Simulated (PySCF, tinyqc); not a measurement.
Inside a calculation (part 1 of 2). Method: RHF in the sto-3g basis, for H6, spin multiplicity 1. This run ends on a higher stationary point, not on the lowest solution. The lowest restricted solution is unstable here: a spin-polarised one lies 0.1655 hartree lower (PySCF). Computed by tinyqc, a small Python program that keeps every step (integrals from PySCF). Settings: charge = 0, multiplicity = 1, basis = sto-3g, energy threshold = 1e-08, iteration cap = 72, orthogonalisation = canonical, start = highest core orbitals, DIIS depth = 8, method = RHF. Command: `OMP_NUM_THREADS=1 python tinyqc.py 20623 20624 out.jsonl` (the two numbers bound the seeds that draw the settings). One thread of a shared host (Intel(R) Xeon(R) Processor @ 2.60GHz), about 0.07 s of CPU time with the checks. Later iterations appear only in the table of the cycle.

## One-electron integrals

Geometry (angstrom):
```
atom         x         y         z
H     0.000000  0.000000  0.000000
H     0.000000  0.000000  1.356000
H     0.000000  0.000000  2.318000
H     0.000000  0.000000  3.674000
H     0.000000  0.000000  4.635000
H     0.000000  0.000000  5.992000
```

Basis sto-3g: exponents (1/bohr^2) and contraction coefficients of normalised primitives:
```
element  l (shell)  exponent  coefficient
H            s (1)  3.425251     0.154329
H            s (1)  0.623914     0.535328
H            s (1)  0.168855     0.444635
```

Overlap, kinetic and nuclear-attraction integrals over the contracted functions; the nuclear repulsion is the sum of Za Zb / Rab.

nuclear repulsion = 3.95053033 hartree

overlap S:
```
          1H 1s     2H 1s     3H 1s     4H 1s     5H 1s     6H 1s
1H 1s  1.000000  0.314220  0.069119  0.003976  0.000317  0.000004
2H 1s  0.314220  1.000000  0.519144  0.069119  0.009956  0.000317
3H 1s  0.069119  0.519144  1.000000  0.314220  0.069243  0.003976
4H 1s  0.003976  0.069119  0.314220  1.000000  0.519747  0.069119
5H 1s  0.000317  0.009956  0.069243  0.519747  1.000000  0.313789
6H 1s  0.000004  0.000317  0.003976  0.069119  0.313789  1.000000
```

kinetic energy T (hartree):
```
           1H 1s      2H 1s      3H 1s      4H 1s      5H 1s      6H 1s
1H 1s   0.760032   0.025359  -0.011413  -0.002258  -0.000287  -0.000006
2H 1s   0.025359   0.760032   0.126019  -0.011413  -0.004457  -0.000286
3H 1s  -0.011413   0.126019   0.760032   0.025359  -0.011415  -0.002258
4H 1s  -0.002258  -0.011413   0.025359   0.760032   0.126423  -0.011413
5H 1s  -0.000287  -0.004457  -0.011415   0.126423   0.760032   0.025222
6H 1s  -0.000006  -0.000286  -0.002258  -0.011413   0.025222   0.760032
```

nuclear attraction V (hartree):
```
           1H 1s      2H 1s      3H 1s      4H 1s      5H 1s      6H 1s
1H 1s  -2.188761  -0.664766  -0.148144  -0.008437  -0.000673  -0.000008
2H 1s  -0.664766  -2.648227  -1.313339  -0.158636  -0.021955  -0.000671
3H 1s  -0.148144  -1.313339  -2.745106  -0.751763  -0.158942  -0.008437
4H 1s  -0.008437  -0.158636  -0.751763  -2.745482  -1.315248  -0.148137
5H 1s  -0.000673  -0.021955  -0.158942  -1.315248  -2.648551  -0.663732
6H 1s  -0.000008  -0.000671  -0.008437  -0.148137  -0.663732  -2.188462
```

core Hamiltonian H = T + V (hartree):
```
           1H 1s      2H 1s      3H 1s      4H 1s      5H 1s      6H 1s
1H 1s  -1.428729  -0.639407  -0.159557  -0.010696  -0.000960  -0.000015
2H 1s  -0.639407  -1.888195  -1.187320  -0.170049  -0.026412  -0.000957
3H 1s  -0.159557  -1.187320  -1.985074  -0.726404  -0.170357  -0.010696
4H 1s  -0.010696  -0.170049  -0.726404  -1.985450  -1.188825  -0.159550
5H 1s  -0.000960  -0.026412  -0.170357  -1.188825  -1.888519  -0.638509
6H 1s  -0.000015  -0.000957  -0.010696  -0.159550  -0.638509  -1.428430
```

## Two-electron integrals

Functions are numbered as in S; the eight-fold symmetry (ij|kl) = (ji|kl) = (kl|ij) leaves the list below.

Two-electron integrals (ij|kl) in chemists' order, unique and non-zero (hartree):
```
(11|11) 0.774606   (21|11) 0.175672   (21|21) 0.057918   (22|11) 0.377827
(22|21) 0.175672   (22|22) 0.774606   (31|11) 0.029807   (31|21) 0.011011
(31|22) 0.039174   (31|31) 0.002353   (32|11) 0.150155   (32|21) 0.069577
(32|22) 0.327222   (32|31) 0.017910   (32|32) 0.174268   (33|11) 0.228063
(33|21) 0.102244   (33|22) 0.490593   (33|31) 0.029807   (33|32) 0.327222
(33|33) 0.774606   (41|11) 0.001178   (41|21) 0.000495   (41|22) 0.002040
(41|31) 0.000120   (41|32) 0.001070   (41|33) 0.002040   (41|41) 0.000007
(42|11) 0.015024   (42|21) 0.006566   (42|22) 0.029807   (42|31) 0.001774
(42|32) 0.017910   (42|33) 0.039174   (42|41) 0.000120   (42|42) 0.002353
(43|11) 0.056056   (43|21) 0.023242   (43|22) 0.102244   (43|31) 0.006566
(43|32) 0.069577   (43|33) 0.175672   (43|41) 0.000495   (43|42) 0.011011
(43|43) 0.057918   (44|11) 0.144033   (44|21) 0.056056   (44|22) 0.228063
(44|31) 0.015024   (44|32) 0.150155   (44|33) 0.377827   (44|41) 0.001178
(44|42) 0.029807   (44|43) 0.175672   (44|44) 0.774606   (51|11) 0.000073
(51|21) 0.000032   (51|22) 0.000138   (51|31) 0.000008   (51|32) 0.000082
(51|33) 0.000174   (51|41) 5.50e-07   (51|42) 0.000010   (51|43) 0.000046
(51|44) 0.000115   (51|51) 4.59e-08   (52|11) 0.001804   (52|21) 0.000752
(52|22) 0.003297   (52|31) 0.000206   (52|32) 0.002103   (52|33) 0.004914
(52|41) 0.000015   (52|42) 0.000314   (52|43) 0.001580   (52|44) 0.004913
(52|51) 1.34e-06   (52|52) 0.000045   (53|11) 0.010726   (53|21) 0.004280
(53|22) 0.017993   (53|31) 0.001173   (53|32) 0.011981   (53|33) 0.029868
(53|41) 0.000089   (53|42) 0.002030   (53|43) 0.011032   (53|44) 0.039246
(53|51) 0.000008   (53|52) 0.000314   (53|53) 0.002362   (54|11) 0.066377
(54|21) 0.025143   (54|22) 0.098833   (54|31) 0.006534   (54|32) 0.062536
(54|33) 0.150366   (54|41) 0.000490   (54|42) 0.011974   (54|43) 0.069678
(54|44) 0.327702   (54|51) 0.000048   (54|52) 0.002105   (54|53) 0.017965
(54|54) 0.174717   (55|11) 0.114170   (55|21) 0.042263   (55|22) 0.161381
(55|31) 0.010708   (55|32) 0.098738   (55|33) 0.228161   (55|41) 0.000771
(55|42) 0.017965   (55|43) 0.102302   (55|44) 0.490928   (55|51) 0.000073
(55|52) 0.003297   (55|53) 0.029868   (55|54) 0.327702   (55|55) 0.774606
(61|11) 6.98e-07   (61|21) 2.86e-07   (61|22) 1.23e-06   (61|31) 7.87e-08
(61|32) 8.02e-07   (61|33) 1.92e-06   (61|41) 5.78e-09   (61|42) 1.24e-07
(61|43) 6.34e-07   (61|44) 1.92e-06   (61|52) 1.80e-08   (61|53) 1.24e-07
(61|54) 8.04e-07   (61|55) 1.23e-06   (62|11) 0.000046   (62|21) 0.000018
(62|22) 0.000073   (62|31) 4.79e-06   (62|32) 0.000047   (62|33) 0.000115
(62|41) 3.59e-07   (62|42) 0.000008   (62|43) 0.000046   (62|44) 0.000173
(62|51) 3.41e-08   (62|52) 1.33e-06   (62|53) 0.000010   (62|54) 0.000082
(62|55) 0.000138   (62|62) 4.56e-08   (63|11) 0.000512   (63|21) 0.000195
(63|22) 0.000771   (63|31) 0.000051   (63|32) 0.000490   (63|33) 0.001178
(63|41) 3.78e-06   (63|42) 0.000088   (63|43) 0.000495   (63|44) 0.002040
(63|51) 3.60e-07   (63|52) 0.000015   (63|53) 0.000120   (63|54) 0.001071
(63|55) 0.002040   (63|61) 5.78e-09   (63|62) 5.49e-07   (63|63) 0.000007
(64|11) 0.007636   (64|21) 0.002815   (64|22) 0.010705   (64|31) 0.000711
(64|32) 0.006526   (64|33) 0.015024   (64|41) 0.000051   (64|42) 0.001170
(64|43) 0.006566   (64|44) 0.029807   (64|51) 4.80e-06   (64|52) 0.000206
(64|53) 0.001777   (64|54) 0.017930   (64|55) 0.039171   (64|61) 7.87e-08
(64|62) 0.000008   (64|63) 0.000120   (64|64) 0.002353   (65|11) 0.031350
(65|21) 0.011351   (65|22) 0.042200   (65|31) 0.002812   (65|32) 0.025080
(65|33) 0.055989   (65|41) 0.000195   (65|42) 0.004267   (65|43) 0.023216
(65|44) 0.102136   (65|51) 0.000018   (65|52) 0.000751   (65|53) 0.006569
(65|54) 0.069563   (65|55) 0.175380   (65|61) 2.86e-07   (65|62) 0.000031
(65|63) 0.000494   (65|64) 0.010996   (65|65) 0.057746   (66|11) 0.088314
(66|21) 0.031390   (66|22) 0.114145   (66|31) 0.007636   (66|32) 0.066292
(66|33) 0.144033   (66|41) 0.000512   (66|42) 0.010705   (66|43) 0.056056
(66|44) 0.228063   (66|51) 0.000046   (66|52) 0.001803   (66|53) 0.015048
(66|54) 0.150287   (66|55) 0.377589   (66|61) 6.98e-07   (66|62) 0.000073
(66|63) 0.001178   (66|64) 0.029807   (66|65) 0.175380   (66|66) 0.774606
```

## Orthogonalisation

S = U s U^T; canonical form X = U s^(-1/2), so that X^T S X = 1. Each column of U has its largest component positive (the first on a tie).

eigenvalues of S: 0.333466  0.468271  0.849676  1.008995  1.492678  1.846913

X:
```
               1          2          3          4          5         6
1H 1s  -0.267413  -0.400848   0.632696   0.614836   0.302241  0.152593
2H 1s   0.758920   0.798783  -0.226044   0.094015   0.420634  0.323026
3H 1s  -0.920974  -0.521349  -0.370678  -0.328951   0.258975  0.377959
4H 1s   0.922941  -0.519890   0.369709  -0.328518  -0.258971  0.378247
5H 1s  -0.761309   0.797009   0.226511   0.094083  -0.420193  0.323424
6H 1s   0.267834  -0.399333  -0.632554   0.615823  -0.301593  0.152598
```

## Starting guess

The start is the highest orbitals of the core Hamiltonian (a deliberately bad start); D = 2 C_occ C_occ^T.

D at the start:
```
           1H 1s      2H 1s      3H 1s      4H 1s      5H 1s      6H 1s
1H 1s   2.135511  -1.193255   0.519084   0.194171  -0.276027  -0.114412
2H 1s  -1.193255   1.769179  -1.655428   1.140085  -0.705871  -0.275238
3H 1s   0.519084  -1.655428   1.836634  -1.588481   1.142032   0.194016
4H 1s   0.194171   1.140085  -1.588481   1.842570  -1.661189   0.517607
5H 1s  -0.276027  -0.705871   1.142032  -1.661189   1.773389  -1.190402
6H 1s  -0.114412  -0.275238   0.194016   0.517607  -1.190402   2.135796
```

## Iteration 1: building the Fock matrix

J_ij = sum D_kl (ij|kl), K_ij = sum D_kl (ik|jl); F = H + J - 0.5 K; E = tr D H + tr D J / 2 - 0.25 tr D K + E_nn.

Coulomb J (hartree):
```
          1H 1s     2H 1s     3H 1s     4H 1s     5H 1s     6H 1s
1H 1s  2.103979  0.604302  0.125513  0.006750  0.000524  0.000006
2H 1s  0.604302  1.929361  0.953488  0.119205  0.016705  0.000523
3H 1s  0.125513  0.953488  1.865888  0.553496  0.119463  0.006755
4H 1s  0.006750  0.119205  0.553496  1.867239  0.955443  0.125621
5H 1s  0.000524  0.016705  0.119463  0.955443  1.931168  0.603961
6H 1s  0.000006  0.000523  0.006755  0.125621  0.603961  2.105578
```

exchange K (hartree):
```
           1H 1s      2H 1s      3H 1s      4H 1s      5H 1s      6H 1s
1H 1s   1.337364   0.110189  -0.009069   0.033980  -0.024875  -0.027146
2H 1s   0.110189   0.400475   0.023110   0.027887  -0.013515  -0.024826
3H 1s  -0.009069   0.023110   0.369243  -0.015831   0.027972   0.033985
4H 1s   0.033980   0.027887  -0.015831   0.370059   0.023167  -0.009153
5H 1s  -0.024875  -0.013515   0.027972   0.023167   0.401440   0.110951
6H 1s  -0.027146  -0.024826   0.033985  -0.009153   0.110951   1.339071
```

Fock matrix F (hartree):
```
           1H 1s      2H 1s      3H 1s      4H 1s      5H 1s      6H 1s
1H 1s   0.006569  -0.090200  -0.029509  -0.020936   0.012002   0.013565
2H 1s  -0.090200  -0.159072  -0.245388  -0.064788  -0.002950   0.011979
3H 1s  -0.029509  -0.245388  -0.303808  -0.164992  -0.064879  -0.020934
4H 1s  -0.020936  -0.064788  -0.164992  -0.303240  -0.244966  -0.029353
5H 1s   0.012002  -0.002950  -0.064879  -0.244966  -0.158071  -0.090024
6H 1s   0.013565   0.011979  -0.020934  -0.029353  -0.090024   0.007612
```

total energy of this density = 0.25445269 hartree

## Iteration 1: diagonalisation and new density

Diagonalise F' = X^T F X, C = X C', fill 3 alpha and 3 beta electrons from the bottom; D = 2 C_occ C_occ^T. Each column has its largest component positive (the first on a tie).

F' = X^T F X (hartree):
```
           1          2          3          4          5          6
1   0.163968  -0.000359  -0.114924   0.000207   0.018559  -0.000092
2  -0.000359   0.119878   0.000295  -0.053603  -0.000146   0.040324
3  -0.114924   0.000295  -0.053093  -0.000505   0.089723   0.000234
4   0.000207  -0.053603  -0.000505  -0.027470  -0.000080   0.102660
5   0.018559  -0.000146   0.089723  -0.000080  -0.207811  -0.000405
6  -0.000092   0.040324   0.000234   0.102660  -0.000405  -0.345332
```

orbital energies (hartree): MO1 -0.381437, MO2 -0.259778, MO3 -0.051528, MO4 -0.008906, MO5 0.137415, MO6 0.214373

coefficients C:
```
            MO1        MO2        MO3        MO4        MO5        MO6
1H 1s  0.008439  -0.009783   0.549274   0.489386  -0.567715   0.511354
2H 1s  0.195034  -0.345556   0.318507   0.406720   0.744111  -0.759744
3H 1s  0.513169  -0.548281  -0.510439  -0.323180  -0.398129   0.698625
4H 1s  0.509529   0.552528   0.505992  -0.331113  -0.385583  -0.705412
5H 1s  0.192614   0.345254  -0.313346   0.412859   0.731586   0.771999
6H 1s  0.008477   0.009812  -0.540157   0.498392  -0.560025  -0.520432
```

D after iteration 1:
```
           1H 1s      2H 1s      3H 1s      4H 1s      5H 1s      6H 1s
1H 1s   0.603737   0.359948  -0.541352   0.553645  -0.347730  -0.593437
2H 1s   0.359948   0.517788   0.253938   0.139216  -0.363083  -0.347562
3H 1s  -0.541352   0.253938   1.649004  -0.599488   0.138983   0.549375
4H 1s   0.553645   0.139216  -0.599488   1.641869   0.260709  -0.527148
5H 1s  -0.347730  -0.363083   0.138983   0.260709   0.508973   0.348553
6H 1s  -0.593437  -0.347562   0.549375  -0.527148   0.348553   0.583875
```

## Iteration 2: building the Fock matrix

As before.

Coulomb J (hartree):
```
          1H 1s     2H 1s     3H 1s     4H 1s     5H 1s     6H 1s
1H 1s  1.544823  0.555994  0.134076  0.008329  0.000694  0.000009
2H 1s  0.555994  2.172596  1.222585  0.161328  0.022765  0.000691
3H 1s  0.134076  1.222585  2.607087  0.776819  0.161423  0.008301
4H 1s  0.008329  0.161328  0.776819  2.602263  1.220149  0.133287
5H 1s  0.000694  0.022765  0.161423  1.220149  2.161494  0.550617
6H 1s  0.000009  0.000691  0.008301  0.133287  0.550617  1.526453
```

exchange K (hartree):
```
           1H 1s      2H 1s     3H 1s     4H 1s      5H 1s      6H 1s
1H 1s   0.602551   0.331106  0.091664  0.040402  -0.038964  -0.069790
2H 1s   0.331106   0.936525  0.836522  0.133665  -0.028988  -0.039119
3H 1s   0.091664   0.836522  1.433103  0.417803   0.134052   0.040501
4H 1s   0.040402   0.133665  0.417803  1.431567   0.837199   0.092274
5H 1s  -0.038964  -0.028988  0.134052  0.837199   0.930320   0.323449
6H 1s  -0.069790  -0.039119  0.040501  0.092274   0.323449   0.583322
```

Fock matrix F (hartree):
```
           1H 1s      2H 1s      3H 1s      4H 1s      5H 1s      6H 1s
1H 1s  -0.185182  -0.248966  -0.071312  -0.022568   0.019216   0.034889
2H 1s  -0.248966  -0.183862  -0.382996  -0.075554   0.010847   0.019293
3H 1s  -0.071312  -0.382996  -0.094538  -0.158486  -0.075960  -0.022645
4H 1s  -0.022568  -0.075554  -0.158486  -0.098971  -0.387275  -0.072400
5H 1s   0.019216   0.010847  -0.075960  -0.387275  -0.192185  -0.249616
6H 1s   0.034889   0.019293  -0.022645  -0.072400  -0.249616  -0.193638
```

total energy of this density = -2.29615327 hartree

## Iteration 2: DIIS over 2 matrices

error matrix X^T (FDS - SDF) X:
```
           1          2          3          4          5          6
1   0.000000   0.000768   0.707627   0.002468   0.085376   0.003720
2  -0.000768   0.000000  -0.000537   0.070512   0.005599  -0.324931
3  -0.707627   0.000537   0.000000  -0.004254  -0.002111   0.000154
4  -0.002468  -0.070512   0.004254   0.000000   0.007013  -0.258681
5  -0.085376  -0.005599   0.002111  -0.007013   0.000000  -0.001307
6  -0.003720   0.324931  -0.000154   0.258681   0.001307   0.000000
```

B (overlaps of the stored error matrices):
```
               1              2
1  3.7185227e-02  4.4056490e-02
2  4.4056490e-02  1.3712382e+00
```

Minimise |sum c_i e_i|^2 with sum c_i = 1: solve [B -1; -1 0][c; lambda] = [0; -1] with B_ij = tr e_i^T e_j, and take F = sum c_i F_i.

DIIS coefficients: 1.005204  -0.005204

extrapolated F (hartree):
```
           1H 1s      2H 1s      3H 1s      4H 1s      5H 1s      6H 1s
1H 1s   0.007567  -0.089374  -0.029292  -0.020927   0.011965   0.013454
2H 1s  -0.089374  -0.158943  -0.244672  -0.064732  -0.003021   0.011941
3H 1s  -0.029292  -0.244672  -0.304897  -0.165026  -0.064822  -0.020925
4H 1s  -0.020927  -0.064732  -0.165026  -0.304303  -0.244225  -0.029129
5H 1s   0.011965  -0.003021  -0.064822  -0.244225  -0.157894  -0.089193
6H 1s   0.013454   0.011941  -0.020925  -0.029129  -0.089193   0.008660
```

## Iteration 2: diagonalisation and new density

As before.

F' = X^T F X (hartree):
```
           1          2          3          4          5          6
1   0.160241  -0.000380  -0.115462   0.000213   0.018817  -0.000093
2  -0.000380   0.117548   0.000312  -0.054279  -0.000150   0.040784
3  -0.115462   0.000312  -0.052918  -0.000526   0.090390   0.000239
4   0.000213  -0.054279  -0.000526  -0.027118  -0.000088   0.103422
5   0.018817  -0.000150   0.090390  -0.000088  -0.206866  -0.000424
6  -0.000093   0.040784   0.000239   0.103422  -0.000424  -0.344998
```

orbital energies (hartree): MO1 -0.381694, MO2 -0.259836, MO3 -0.051424, MO4 -0.008607, MO5 0.135731, MO6 0.211720

coefficients C:
```
            MO1        MO2        MO3        MO4        MO5        MO6
1H 1s  0.007947  -0.007715   0.546115   0.484700  -0.571939   0.514528
2H 1s  0.193183  -0.342690   0.325413   0.412963   0.741393  -0.757876
3H 1s  0.514513  -0.551972  -0.512142  -0.324948  -0.395206   0.694310
4H 1s  0.510717   0.556404   0.507492  -0.333191  -0.381945  -0.701419
5H 1s  0.190678   0.342356  -0.319965   0.419442   0.728095   0.770806
6H 1s  0.007993   0.007750  -0.536716   0.493968  -0.563722  -0.524246
```

D after iteration 2:
```
           1H 1s      2H 1s      3H 1s      4H 1s      5H 1s      6H 1s
1H 1s   0.596727   0.363784  -0.542681   0.553828  -0.351727  -0.586209
2H 1s   0.363784   0.521298   0.243785   0.146264  -0.369214  -0.351532
3H 1s  -0.542681   0.243785   1.663371  -0.608514   0.146006   0.549418
4H 1s   0.553828   0.146264  -0.608514   1.655930   0.250982  -0.527969
5H 1s  -0.351727  -0.369214   0.146006   0.250982   0.511886   0.351815
6H 1s  -0.586209  -0.351532   0.549418  -0.527969   0.351815   0.576375
```

## Iteration 3: building the Fock matrix

As before.

Coulomb J (hartree):
```
          1H 1s     2H 1s     3H 1s     4H 1s     5H 1s     6H 1s
1H 1s  1.542140  0.555831  0.134143  0.008339  0.000695  0.000009
2H 1s  0.555831  2.174256  1.224307  0.161615  0.022806  0.000692
3H 1s  0.134143  1.224307  2.612452  0.778435  0.161701  0.008311
4H 1s  0.008339  0.161615  0.778435  2.607416  1.221695  0.133324
5H 1s  0.000695  0.022806  0.161701  1.221695  2.162646  0.550282
6H 1s  0.000009  0.000692  0.008311  0.133324  0.550282  1.523176
```

exchange K (hartree):
```
           1H 1s      2H 1s     3H 1s     4H 1s      5H 1s      6H 1s
1H 1s   0.598408   0.331131  0.091272  0.040206  -0.039327  -0.069439
2H 1s   0.331131   0.935969  0.835768  0.133707  -0.029456  -0.039484
3H 1s   0.091272   0.835768  1.436919  0.418646   0.134106   0.040310
4H 1s   0.040206   0.133707  0.418646  1.435329   0.836422   0.091886
5H 1s  -0.039327  -0.029456  0.134106  0.836422   0.929362   0.323153
6H 1s  -0.069439  -0.039484  0.040310  0.091886   0.323153   0.578599
```

Fock matrix F (hartree):
```
           1H 1s      2H 1s      3H 1s      4H 1s      5H 1s      6H 1s
1H 1s  -0.185793  -0.249142  -0.071049  -0.022459   0.019399   0.034714
2H 1s  -0.249142  -0.181924  -0.380898  -0.075288   0.011122   0.019476
3H 1s  -0.071049  -0.380898  -0.091082  -0.157292  -0.075708  -0.022540
4H 1s  -0.022459  -0.075288  -0.157292  -0.095699  -0.385341  -0.072170
5H 1s   0.019399   0.011122  -0.075708  -0.385341  -0.190554  -0.249804
6H 1s   0.034714   0.019476  -0.022540  -0.072170  -0.249804  -0.194554
```

total energy of this density = -2.28448888 hartree
